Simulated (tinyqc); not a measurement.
# Changing the temperature T

Model: square-lattice Ising model by mean field, Bethe lattice, transfer matrix, exact enumeration and Monte Carlo steps. Computed by tinyqc, a small Python program. Command: `OMP_NUM_THREADS=1 python tinyqc.py 3030548 3030549 out.jsonl ising sweep`. One thread of a shared host (Intel(R) Xeon(R) Processor @ 2.30GHz), about 0.3 s of CPU time with the checks.

H = -J sum over nearest pairs s_i s_j, s = +-1, no field, periodic boundaries; energies per site are in J. As a lattice gas or an alloy, s marks which species holds the site.

Inputs (values chosen for the exercise, for a model lattice): coupling J = 9.36 meV.

Enumerated cell: 3 x 6.

States of the 3 x 6 cell:
```
E (J)  |M|  count
-36     18      2
-28     16     36
-24      0      6
-24      6     12
-24     12     12
-24     14     72
-20      2     72
-20      4     72
-20      8     72
-20     10    108
-20     12    180
-20     14    234
-16      0    180
-16      2    216
-16      4    252
-16      6    396
-16      8    324
-16     10    504
-16     12    756
-12      0    624
-12      2   1296
-12      4   1116
-12      6   1392
-12      8   1944
-12     10   2124
-12     12    684
-8       0   2178
-8       2   4716
-8       4   5760
-8       6   5580
-8       8   5040
-8      10   2448
-4       0   7704
-4       2  15030
-4       4  13248
-4       6  11520
-4       8   6192
-4      10    936
0        0  13436
0        2  25020
0        4  20376
0        6  11004
0        8   2988
4        0  13068
4        2  23148
4        4  14328
4        6   5724
4        8    576
8        0   7650
8        2  12492
8        4   6804
8        6   1368
12       0   3120
12       2   4734
12       4   1476
12       6    132
16       0    576
16       2    684
16       4    216
20       0     72
20       2    108
24       0      6
```

Constants: k_B = 8.617333262e-05 eV/K.

Method:
- K = J/(k_B T). Onsager: k_B T_c/J = 2/ln(1 + sqrt 2); mean field: 4; Bethe lattice with z = 4: 2/ln 2.
- K = J/(k_B T). Mean field: m = tanh(4 K m), u = -2 m^2. Bethe: cavity field h = 3 artanh(tanh K tanh h), m = tanh(4h/3), u = -2 (tanh K + tanh^2 h)/(1 + tanh K tanh^2 h). Exact: m = [1 - sinh(2K)^(-4)]^(1/8) below T_c; u = -coth(2K) [1 + (2/pi)(2 tanh^2(2K) - 1) K1(k)], k = 2 sinh(2K)/cosh^2(2K), K1 the complete elliptic integral of the first kind. The largest root is taken.
- Weights count x exp(-K E); N = 18; u = <E>/N, c = K^2 (<E^2> - <E>^2)/N in k_B, Binder U = 1 - <M^4>/(3 <M^2>^2).

One run for each value:
```
temperature T (K)  heat capacity c, cell  Binder cumulant U  <|m|>, cell  m, exact  u, cell  u, exact
152                              0.16434            0.66425      0.98872   0.99141  -1.9651   -1.9682
189                              0.43561            0.65308      0.94934   0.96530  -1.8666   -1.8838
227                              0.73141            0.61897      0.85461   0.87418  -1.6586   -1.6717
264                              0.78762            0.55739      0.72601   0.00000  -1.3921   -1.1712
302                              0.64584            0.47674      0.60281   0.00000  -1.1384   -0.9184
339                              0.48185            0.39935      0.51238   0.00000  -0.9471   -0.7718
376                              0.35619            0.33365      0.44844   0.00000  -0.8056   -0.6698
414                              0.26723            0.28052      0.40212   0.00000  -0.6975   -0.5917
451                              0.20790            0.24087      0.36946   0.00000  -0.6172   -0.5325
489                              0.16512            0.20968      0.34436   0.00000  -0.5524   -0.4835
```

Over the rows, heat capacity c, cell goes from 0.164 through a maximum among these rows, 0.788 at 264, to 0.165; Binder cumulant U falls from 0.664 to 0.210 (exponent d ln y / d ln x -0.078 between the first rows and -1.7 between the last); <|m|>, cell falls from 0.989 to 0.344 (exponent d ln y / d ln x -0.19 between the first rows and -0.87 between the last). The heat capacity of the cell peaks among these rows at k_B T/J = 2.43, against the exact 2.269 where the infinite lattice diverges logarithmically.

Extremes, crossings and ranges named in words are read from the listed rows.
